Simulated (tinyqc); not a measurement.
Inside a calculation. Model: time-domain thermoreflectance: layered heat flow under a modulated pulse train, and what the signal ratio measures. Computed by tinyqc, a small Python program that keeps every step. Command: `OMP_NUM_THREADS=1 python tinyqc.py 3112726 3112727 out.jsonl tdtr walk`. One thread of a shared host (Intel(R) Xeon(R) Processor @ 2.30GHz), about 0.2 s of CPU time with the checks. Intermediate numbers are printed to about 5 digits and carried at full precision; extremes and crossings named in words are read from the listed rows.

Pulses repeat at 80 MHz; heat is laid down at the surface, all layers are isotropic, and the film is in perfect contact with the substrate.

Inputs (values chosen for the exercise, modelled on aluminium on a SiGe alloy):

| quantity | value | unit |
|---|---|---|
| metal thickness d | 86 | nm |
| metal conductivity | 120 | W/(m K) |
| metal heat capacity | 2.42 | MJ/(m^3 K) |
| boundary conductance G under the metal | 160 | MW/(m^2 K) |
| film thickness | 12 | nm |
| film conductivity | 0.49 | W/(m K) |
| film heat capacity | 2.5 | MJ/(m^3 K) |
| substrate conductivity kappa | 8.6 | W/(m K) |
| substrate heat capacity C | 1.65 | MJ/(m^3 K) |
| modulation frequency f | 10 | MHz |
| spot radius w (1/e^2, pump and probe) | 5.9 | micrometre |
| delay t | 2900 | ps |

Stack: metal, film, substrate.

## Length and time scales

Penetration depth sqrt(kappa/(pi f C)); effusivity sqrt(kappa C); cooling time of the metal d C_m/G; Kapitza length kappa/G.

penetration depth = 0.40732 micrometre

effusivity = 3767.0 W s^(1/2)/(m^2 K)

cooling time of the metal = 1300.75 ps

Kapitza length = 53.75 nm

depth over spot radius = 0.069037

## Impedance at k = 0 and the modulation frequency

For radial wave number k and angular frequency W each layer has u = sqrt(4 pi^2 k^2 + i W C/kappa) and gamma = kappa u. Surface impedance from below: Z = 1/gamma for the substrate; a layer of thickness L maps Z to (Z + tanh(u L)/gamma)/(1 + gamma Z tanh(u L)); a boundary adds 1/G. Take k = 0 and W = 2 pi f.

Z of the substrate = 23.681-23.681i m^2 K/GW

Z at the surface = 23.679-30.700i m^2 K/GW

## Response at the modulation frequency

Response per absorbed watt H(W) = 2 pi int_0^(2/w) Z(k, W) exp(-pi^2 k^2 w^2) k dk by 20 Gauss-Legendre points.

H(2 pi f) = 0.22013-0.26589i K/mW

phase of H(2 pi f) = -50.378 degrees

## Signal at one delay

Signal: X + iY = sum_(m = -M..M) H(2 pi (f + m f_r)) exp(i 2 pi m f_r t) exp(-pi (m/M)^2 x 4), f_r = 80 MHz, M = 4000, with H(-W) the complex conjugate of H(W); V_in = X, V_out = Y, ratio = -V_in/V_out.

V_in = 0.33946 K/mW

V_out = -0.27569 K/mW

ratio -V_in/V_out = 1.2313

## Ratio and sensitivities against delay

Sensitivity S = ln(ratio'/ratio)/ln(1.01) for a rise of one input by 1 %.

Ratio and sensitivities:

| t (ps) | ratio | S to kappa | S to G | S to d | S to C | S to w | S to film conductivity |
|---|---|---|---|---|---|---|---|
| 100 | 2.3269 | 0.27783 | 0.051712 | -0.80449 | 0.27652 | -0.13309 | 0.24565 |
| 200 | 2.2334 | 0.27677 | 0.044433 | -0.81865 | 0.27540 | -0.13160 | 0.23297 |
| 400 | 2.1026 | 0.27425 | 0.038355 | -0.78018 | 0.27278 | -0.12858 | 0.21117 |
| 800 | 1.8989 | 0.26863 | 0.030040 | -0.71599 | 0.26698 | -0.12334 | 0.17241 |
| 1500 | 1.6226 | 0.25931 | 0.018734 | -0.63042 | 0.25736 | -0.11652 | 0.11979 |
| 2500 | 1.3277 | 0.24998 | 0.007095 | -0.54460 | 0.24756 | -0.11069 | 0.06620 |
| 4000 | 1.0089 | 0.24531 | -0.005436 | -0.46365 | 0.24205 | -0.10830 | 0.00955 |

The largest sensitivity in size at 100 ps is to d (-0.80). kappa and C enter almost alike, through the effusivity. At 400 ps an error of 3 % in d passes on as 9 % in kappa.

Checks made by the program: steady rise of a bare substrate, 1/(2 sqrt(pi) w kappa), from the same quadrature (relative difference below 1e-10).
